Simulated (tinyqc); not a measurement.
# Access strength from the read disturbance

Question. Transistor (EKV form, voltages against the body): I = 2 n b Vt^2 [F(vp - Vs) - F(vp - Vd)] from drain to source, F(v) = ln^2(1 + exp(v/(2 Vt))), vp = (Vg - VT + sg |Vd - Vs|)/n. n-channel bodies are at 0; for the p-channel device all voltages are counted down from Vdd. b in uA/V^2 gives I in uA. In an SRAM read the low node Q obeys In(gate QB, drain Q) = Ip(gate QB, drain Q) + Ia, where the access transistor (threshold VTn) has its gate and drain at Vdd and its source at Q. Find Ia, ba and the cell ratio bn/ba.

Values chosen for this exercise:
```
symbol,value,unit,meaning
T,250,K,temperature
Vdd,0.5,V,supply voltage
n,1.33,,slope factor
sg,0.099,,drain-induced barrier lowering
VTn,0.38,V,n-channel threshold
VTp,0.31,V,p-channel threshold (magnitude)
bn,840,uA/V^2,gain factor of the pull-down transistor
bp,310,uA/V^2,gain factor of the pull-up transistor
```

Constants: q = 1.602176634e-19 C, kB = 1.380649e-23 J/K, Vt = kB T/q. Results are converted to the units shown.

Q and QB in the read (V): 0.050425080  0.49999858

Answer. The node equation gives Ia, which is proportional to ba.

Ia = 3.62 uA
ba = 840 uA/V^2
cell ratio = 1.00

tinyqc, about 0.2 s, one thread, Intel Xeon 2.30GHz (shared host): `OMP_NUM_THREADS=1 python tinyqc.py 2340104 2340105 out.jsonl`
